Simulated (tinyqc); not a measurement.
From one set of inputs to another, one input at a time: self-heating of a transistor with one or more fingers, with temperature-dependent conductivity. Computed by tinyqc, a small Python program. Command: `OMP_NUM_THREADS=1 python tinyqc.py 3016818 3016819 out.jsonl selfheat ladder`. One thread of a shared host (Intel(R) Xeon(R) Processor @ 2.30GHz), about 0.1 s of CPU time with the checks.

N long parallel fingers lie on the top face of a slab whose bottom is held at T_0; the top is otherwise insulated, and heat flows in two dimensions. P in W/mm is 1000 P in W/m.

The inputs printed are set A. Set A is modelled on sapphire; the values taken over come from a set modelled on germanium. Inputs not listed in the table keep their values of set A, so the rows need not describe a real material.

Inputs (values chosen for the exercise, modelled on sapphire):
```
quantity                                      value        unit
conductivity at the base temperature kappa_0   33.2     W/(m K)
exponent m in kappa ~ T^-m                     1.14           -
base temperature T_0                            298           K
power per gate width P                         0.85        W/mm
fingers N                                         1           -
finger pitch s                                   13  micrometre
width of the heat source w                     0.18  micrometre
substrate thickness t                           110  micrometre
phonon free path Lambda                          15          nm
```

Power: fixed power.

Method:
- A line source of power P on the top face raises the top at distance x by (P/(pi kappa_0)) g(x), g(x) = -ln tanh(pi x/(4 t)) (the image sum for the slab). On a strip of width w the centre sees the mean of g over the strip, g_0 = 1 + ln(8 t/(pi w)) for w much below t.
- theta_i = (P/(pi kappa_0)) [g_0 + sum over j != i of g(|i - j| s)], with equal powers and constant conductivity; thermal resistance = largest theta/P.
- Kirchhoff transformation for kappa = kappa_0 (T/T_0)^-m: T = T_0 [1 - (m - 1) theta/T_0]^(-1/(m - 1)), where theta is the linear rise.
- The bracket vanishes at the power P T_0/((m - 1) theta).
- Near a source smaller than the free path, Fourier's law overstates the flow. Rough estimate: a strip that emits phonons into a half space adds a resistance times area of 4 Lambda/(3 kappa_0), from the ballistic flux C v Delta T/4 with kappa_0 = C v Lambda/3, so Delta T_b = 4 Lambda P/(3 kappa_0 w); Knudsen number Lambda/w.

Each row keeps all changes above it:
```
input moved                                             from    to  thermal resistance (K mm/W)  true rise (K)  ballistic rise Delta T_b (K)
set A                                                      -     -                        80.06          77.84                          2.84
phonon free path Lambda (nm)                              15   120                        80.06          77.84                         22.76
power per gate width P (W/mm)                           0.85  0.33                        80.06          27.81                          8.84
width of the heat source w (micrometre)                 0.18  0.51                        70.07          24.18                          3.12
exponent m in kappa ~ T^-m                              1.14  1.34                        70.07          24.38                          3.12
finger pitch s (micrometre)                               13    11                        70.07          24.38                          3.12
conductivity at the base temperature kappa_0 (W/(m K))  33.2  56.1                        41.47          14.12                          1.85
```

Thermal resistance goes from 80.1 to 41.5, a factor 0.518 in all. The largest single move comes from conductivity at the base temperature kappa_0 (a factor 0.592). True rise goes from 77.8 to 14.1, a factor 0.181 in all. The largest single move comes from power per gate width P (a factor 0.357). Ballistic rise Delta T_b goes from 2.84 to 1.85, a factor 0.649 in all. The largest single move comes from phonon free path Lambda (a factor 8.00), but it runs against the net change; the largest move in the direction of the net change is width of the heat source w (a factor 0.353). The single moves hold for this order of the switches; the total does not depend on the order.

Caution (rows phonon free path Lambda, power per gate width P): the source is narrower than two phonon free paths, so the Fourier result understates the rise at the source.

Extremes, crossings and ranges named in words are read from the listed rows.
